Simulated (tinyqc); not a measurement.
## Floating body of a partially depleted SOI transistor: body voltage and kink: output curve and kink

Source at 0 V. Channel current Ic = 2 nf K Vt^2 [F(0) - F(Vd)](1 + la Vd), F(V) = ln^2(1 + exp((Vg - VT - nf V)/(2 nf Vt))), VT = VT0 - gb Vb. Saturation voltage Vs = 2 Vt sqrt(F(0)) + 3 Vt, excess Ve = (Vd - Vs + sqrt((Vd - Vs)^2 + 0.0004 V^2))/2, multiplication M1 = Ai Ve exp(-Bl/Ve). Each junction passes D(v) = J1 (exp(v/Vt) - 1) + J2 (exp(v/(2 Vt)) - 1). Bipolar current Ib = bb J1 (exp(Vb/Vt) - 1). The body settles where M1 (Ic + Ib) = D(Vb) + D(Vb - Vd) + Vb/Rb; drain current Id = (1 + M1)(Ic + Ib) - D(Vb - Vd).

Rows with more than one solution for Vb (latch) are left out; dId/dVd by a forward difference over 1e-4 V, swing = 1e-4 V over the change of log10 Id; M1 under 1e-12 is printed as 0.

Values chosen for this exercise; values of the order met in partially depleted silicon-on-insulator transistors:
```
symbol,value,unit,meaning
T,330,K,temperature
VT0,0.51,V,threshold at zero body voltage
gb,0.19,,fall of the threshold per volt of body voltage
nf,1.42,,slope factor
K,130,uA/(V^2 um),gain factor per width
la,0.09,1/V,channel-length modulation factor
Ai,1.64,1/V,impact-ionisation prefactor
Bl,7.8,V,impact-ionisation voltage
J1,1e-11,uA/um,diffusion saturation current of each junction
J2,5.7e-9,uA/um,recombination saturation current of each junction
bb,0.5,,gain of the lateral bipolar transistor on the diffusion current
Rb,1e9,kohm um,"resistance of a weak body tie to the source (1e9 stands for no tie, and the term is then dropped)"
Vg,0.81,V,gate voltage
```

Constants: q = 1.602176634e-19 C, kB = 1.380649e-23 J/K, Vt = kB T/q. Results are converted to the units shown.

Results:
```
Vd (V),Vb (V),M1,"Id, floating (uA/um)","Id, grounded (uA/um)",ratio,"dId/dVd, floating (uS/um)","dId/dVd, grounded (uS/um)"
0.84,0.2823,1.630e-7,6.192,4.489,1.380,9.209,0.3757
1,0.4272,6.032e-6,7.277,4.549,1.600,5.062,0.3770
1.16,0.5058,7.192e-5,7.957,4.610,1.726,3.635,0.3846
1.48,0.5978,0.001538,8.914,4.742,1.880,2.575,0.4569
1.64,0.6278,0.004214,9.313,4.821,1.932,2.454,0.5382
1.8,0.6518,0.009410,9.710,4.916,1.975,2.535,0.6545
```

Estimate the missing row, Vd = 1.32 V.

Computed row:
```
Vd (V),Vb (V),M1,"Id, floating (uA/um)","Id, grounded (uA/um)",ratio,"dId/dVd, floating (uS/um)","dId/dVd, grounded (uS/um)"
1.32,0.5589,4.168e-4,8.476,4.673,1.814,2.936,0.4080
```

With this row back in the table: Vb rises from 0.282 to 0.652 V and the ratio of the currents rises from 1.38 to 1.98. The output conductance with a floating body exceeds the grounded value by the largest factor among the rows, 24.5, at Vd = 0.84 V, where Vb = 0.282 V and M1 = 1.63e-7.

Range of the model: The multiplication law is an empirical form chosen for the exercise; self-heating and capacitive coupling to the body are left out, and the linear laws are rough once Vb passes about 0.7 V or M1 about 0.1.

tinyqc, about 0.2 s, one thread, Intel Xeon 2.30GHz (shared host): `OMP_NUM_THREADS=1 python tinyqc.py 2182145 2182146 out.jsonl`
